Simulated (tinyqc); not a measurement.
Admittance spectroscopy of a deep trap: effect of the trap density.

Schottky contact on an n-type layer with shallow donors Nd (all ionised) and a donor-like deep trap, neutral when filled and positive when empty; depletion approximation. Traps within lam of the depletion edge stay filled. The traps at xt = W - lam, where the level crosses the Fermi level, follow a slow signal and not a fast one. w = 2 pi f.

Emission rate en = sn vth(T) Nc(T) exp(-Et/kB T) = sn g T^2 exp(-Et/kB T), g = vth Nc/(300 K)^2, as vth goes as T^0.5 and Nc as T^1.5 (degeneracy factor 1). lam = sqrt(2 eps0 eps_r (EF - ET)/(q Nd)), EF - ET = Et - (kB T/q) ln(Nc(T)/Nd), Nc(T) = Nc (T/300 K)^1.5. In the steady state at the band bending V, 2 eps0 eps_r V/q = Nd W^2 + Nt (W - lam)^2 (the second term only if W > lam). V = Vbi + Vr. C_HF = eps0 eps_r/W, C_LF = eps0 eps_r (Nd + Nt)/(Nd W + Nt xt). Inflection frequency w0 = 2 en [1 + Nt xt/(Nd W)]; C = C_HF + (C_LF - C_HF)/(1 + (w/w0)^2), G/w = (C_LF - C_HF)(w/w0)/(1 + (w/w0)^2).

Parameters, values chosen for the exercise; material values close to those of germanium: relative permittivity eps_r = 15.8; conduction-band density of states at 300 K Nc = 1.03e19 cm^-3; thermal velocity at 300 K vth = 3.4e7 cm/s; shallow donor density Nd = 8.9e15 cm^-3; built-in voltage Vbi = 0.44 V; depth of the trap below the conduction edge Et = 0.22 eV; capture cross-section sn = 3.7e-14 cm^2; reverse bias Vr = 0 V; temperature T = 164 K.

Constants: q = 1.602176634e-19 C, kB = 1.380649e-23 J/K, eps0 = 8.8541878128e-14 F/cm where lengths are in cm. Results are converted to the units shown.

Results:

| Nt (cm^-3) | W (nm) | step (% of C_HF) | w0/(2 en) |
|---|---|---|---|
| 2.5e14 | 293.0 | 1.530 | 1.013 |
| 4.8e14 | 292.3 | 2.912 | 1.024 |
| 9.4e14 | 290.8 | 5.606 | 1.047 |
| 1.8e15 | 288.3 | 10.41 | 1.089 |
| 3.6e15 | 283.4 | 19.65 | 1.174 |
| 7.1e15 | 275.6 | 35.17 | 1.330 |
| 2.7e16 | 250.1 | 94.53 | 2.074 |

Estimate the missing row, Nt = 1.4e16 cm^-3.

Computed row:

| Nt (cm^-3) | W (nm) | step (% of C_HF) | w0/(2 en) |
|---|---|---|---|
| 1.4e16 | 264.2 | 59.75 | 1.611 |

With this row back in the table: The step rises from 1.53 to 94.5 %, as Nt^(0.99) between the first two rows and Nt^(0.70) between the last two, and w0/(2 en) rises from 1.01 to 2.07: for Nt near Nd the rule w0 = 2 en overstates the cross-section by that factor.

tinyqc, about 0.01 s, one thread, Intel Xeon 2.30GHz (shared host): `OMP_NUM_THREADS=1 python tinyqc.py 2050088 2050089 out.jsonl`
